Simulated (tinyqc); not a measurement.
Ballistic Schottky-barrier transistor with a two-dimensional channel, WKB contacts: one step of the calculation.

Source Fermi level 0, drain Fermi level -Vd. Far from the contacts Ec = pn - psi, and the gate moves psi one to one; the band edges relax as exp(-x/lam) from pn at the source and pn - Vd at the drain; Ev = Ec - Eg. A carrier of energy w inside the channel band meets at a contact a barrier of height D (the contact edge beyond the channel edge): T = 1 for w >= D, else exp(-S), S = 4 lam sqrt(m/C) [sqrt(D - w) - sqrt(w) arctan sqrt((D - w)/w)], C = hbar^2/(2 m0). The two contacts combine as Ts Td/(Ts + Td - Ts Td).

Problem. Current of the electrons on a coarse grid. I/W = g (2 q^2/h) int T(w) [N(Es + w) - N(Ed + w)] dw with w the energy of motion along the channel, N(y) = (1/2 pi) sqrt(pi m kB T/C) Fm(-y/kB T), Fm(x) = (1/sqrt(pi)) int_0^infinity u^(-1/2)/(1 + exp(u - x)) du. Electrons: Ds = psi, Dd = psi - Vd, Es = Ec, Ed = Ec + Vd. Holes: Ds = -psi, Dd = Vd - psi, Es = -Ev, Ed = -Ev - Vd. The size of each current is taken; both flow from drain to source and add. Simpson's rule on nE equally spaced w from 0 to wm.

Inputs (values chosen for the exercise); channel values close to those of a molybdenum disulphide layer:
- T = 300 K (temperature)
- pn = 0.12 eV (barrier for electrons at both contacts)
- mn = 0.49 m0 (electron mass)
- g = 2 (valleys or subbands)
- lam = 1.8 nm (screening length at the contacts)
- Vd = 0.05 V (drain bias)
- ps = 0.18 V (band shift psi of the channel by the gate)
- wm = 0.36 eV (upper end of the grid)
- nE = 15 (points of the grid)

Constants: q = 1.602176634e-19 C, kB = 1.380649e-23 J/K, hbar = 1.054571817e-34 J s, h = 6.62607015e-34 J s, m0 = 9.1093837015e-31 kg, Vt = kB T/q, hbar^2/(2 m0) = 0.0380998212 eV nm^2. Results are converted to the units shown.

Find: w; Ts; Td; T; size of the supply difference; current.

Solution.

```
point	w (eV)	Ts	Td	T	size of the supply difference (1/um)
0	0.00000	1.7474e-5	9.0532e-5	1.4647e-5	135.94
1	0.02571	0.0052838	0.023688	0.0043389	125.90
2	0.05143	0.034639	0.13227	0.028225	91.113
3	0.07714	0.11831	0.37620	0.098904	50.674
4	0.10286	0.28331	0.72309	0.25558	22.983
5	0.12857	0.53029	0.99642	0.52928	9.2782
6	0.15429	0.81103	1.0000	0.81103	3.5520
7	0.18000	1.0000	1.0000	1.0000	1.3310
8	0.20571	1.0000	1.0000	1.0000	0.49468
9	0.23143	1.0000	1.0000	1.0000	0.18329
10	0.25714	1.0000	1.0000	1.0000	0.067834
11	0.28286	1.0000	1.0000	1.0000	0.025094
12	0.30857	1.0000	1.0000	1.0000	0.0092818
13	0.33429	1.0000	1.0000	1.0000	0.0034329
14	0.36000	1.0000	1.0000	1.0000	0.0012697
```

current = 95.430 uA/um

Range of the model: No scattering, image-force lowering, channel charge or band-to-band tunnelling; parabolic kappa overstates S deep in the gap.

tinyqc, about 0.2 s, one thread, Intel Xeon 2.30GHz (shared host): `OMP_NUM_THREADS=1 python tinyqc.py 2390019 2390020 out.jsonl`
